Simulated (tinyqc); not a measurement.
Anisotropic elasticity and sound waves of a cubic crystal: one step, computed by the program tinyqc. Command: `OMP_NUM_THREADS=1 python tinyqc.py 3030544 3030545 out.jsonl cubicelastic walk`. One thread of a shared host (Intel(R) Xeon(R) Processor @ 2.30GHz), about 0.01 s of CPU time with the checks.

Voigt order 1..6 = xx, yy, zz, yz, xz, xy, with engineering shear strains. The rotated frame has x' as named, z' along the wafer normal and y' = z' x x'.

Problem. Compliances and anisotropy. S11 = (C11 + C12)/D, S12 = -C12/D, D = (C11 - C12)(C11 + 2 C12), S44 = 1/C44. Zener ratio A = 2 C44/(C11 - C12); S0 = S11 - S12 - S44/2; H = 2 C44 + C12 - C11.

Inputs (values chosen for the exercise, modelled on indium phosphide): C11 = 101.6 GPa; C12 = 57.2 GPa; C44 = 44.83 GPa.

Frame: (110) wafer, x' along [001].

Give: S11; S12; S44; Zener ratio A; S0; H.

Solution.

S11 = 16.56 1/TPa

S12 = -5.964 1/TPa

S44 = 22.31 1/TPa

Zener ratio A = 2.019

S0 = 11.37 1/TPa

H = 45.26 GPa
